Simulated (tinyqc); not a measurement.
Worked calculation: electron-beam lithography: double-Gaussian proximity function, edge placement and dose correction for parallel lines. Computed by tinyqc, a small Python program that keeps every step. Command: `OMP_NUM_THREADS=1 python tinyqc.py 3111762 3111763 out.jsonl proximity walk`. One thread of a shared host (Intel(R) Xeon(R) Processor @ 2.30GHz), about 0.01 s of CPU time with the checks. Intermediate numbers are printed to about 7 digits and carried at full precision; extremes and crossings named in words are read from the listed rows.

Lines are infinitely long. Absorbed energy is counted so that the middle of a very large area written at dose 1 receives 1; the resist develops where it exceeds 1/2.

Inputs (values chosen for the exercise, of the order of those for 50 keV electrons in resist on silicon):
```
quantity                              value               unit
forward range alpha                   0.025         micrometre
backscatter range beta                  8.6         micrometre
backscatter ratio eta                  0.78                  -
base dose D0                             58  microcoulomb/cm^2
beam current                             55                 nA
pixel size                                4                 nm
width of the test line                 0.16         micrometre
pattern density around the test line    0.2                  -
```

line widths (micrometre): 1.6  1.3  13  13

gaps between the lines (micrometre): 0.069  0.14  4.5

Constants: e = 1.602176634e-19 C.

## Layout

The first line starts at x = 0; each next one starts after the width and the gap.

Lines (micrometre):
```
line  left edge  right edge  centre
1         0.000       1.600   0.800
2         1.669       2.969   2.319
3         3.109      16.109   9.609
4        20.609      33.609  27.109
```

## Interaction matrix

f(r) = [exp(-r^2/alpha^2)/alpha^2 + eta exp(-r^2/beta^2)/beta^2]/(pi (1 + eta)). A line from a to b at dose d gives E(x) = d [S(alpha) + eta S(beta)]/(1 + eta), S(s) = [erf((b - x)/s) - erf((a - x)/s)]/2. M_ij is the mean of E at the two edges of line i from line j at dose 1.

M:
```
           1          2          3          4
1  0.3263698  0.0358815  0.1520655  0.0002710
2  0.0442401  0.3179880  0.1912933  0.0006095
3  0.0223279  0.0199340  0.4928714  0.0503168
4  0.0001174  0.0002060  0.0503168  0.4928714
```

## Dose correction

Uncorrected edge energies are M 1. Solve M d = 1/2 for the doses d that put the mean edge energy of every line at the threshold.

edge energies at dose 1: 1 0.5145879, 2 0.5541309, 3 0.5854501, 4 0.5435115

corrected doses: 1 1.040577, 2 0.923414, 3 0.835180, 4 0.928567

largest over smallest dose = 1.245931

Line 1 needs the most and line 3 the least; a narrow isolated line much wider than alpha would need 1 + eta = 1.78.

## Printed widths

Edges are the roots of E(x) = 1/2 between a line centre and the middle of the next gap. Three cases: dose 1 everywhere; one common dose equal to the mean of d; the corrected doses.

Width error, printed less drawn (nm):
```
line  drawn width (nm)    dose 1  mean dose  corrected
1                 1600   2.32294  -3.473895   0.005456
2                 1300   8.65415   2.793177   0.003355
3                13000  13.83156   7.785171   0.001198
4                13000   7.08845   1.136992   0.005714
```

With the common mean dose the errors span 11.3 nm. With corrected doses the largest error is below 0.01 nm.

## Dose to size and latitude

A test line of width w << beta in surroundings of density rho, all at dose d: near its edge E(x) = d [S + eta rho]/(1 + eta), S = [erf((b - x)/alpha) - erf((a - x)/alpha)]/2 for edges a and b, the second term being the background energy. Dose to size d_s = (1 + eta)/(erf(w/alpha) + 2 eta rho), dose = d_s D0; edge slope d [1 - exp(-w^2/alpha^2)]/(sqrt(pi) alpha (1 + eta)); width change per 1 % of dose = 2 x 0.01 x (1/2)/slope.

dose to size d_s = 1.356707

dose = 78.68902 microcoulomb/cm^2

edge slope = 0.01720090 1/nm

width change per 1 % of dose = 0.5813649 nm

background energy = 0.1189024

The background supplies 24 % of the threshold.

## Shot noise and writing time

With dose = d_s D0: electrons per pixel N = dose x pixel area/e; relative noise 1/sqrt(N); time per cm^2 of pattern area = dose x density/current; pixel rate = current/(dose x pixel area).

electrons per pixel = 78.58212

shot noise = 11.28075 %

writing time per cm^2 = 0.07948386 h

pixel rate = 4368.462 MHz

Checks made by the program: corrected edge energies (relative difference below 1e-10).
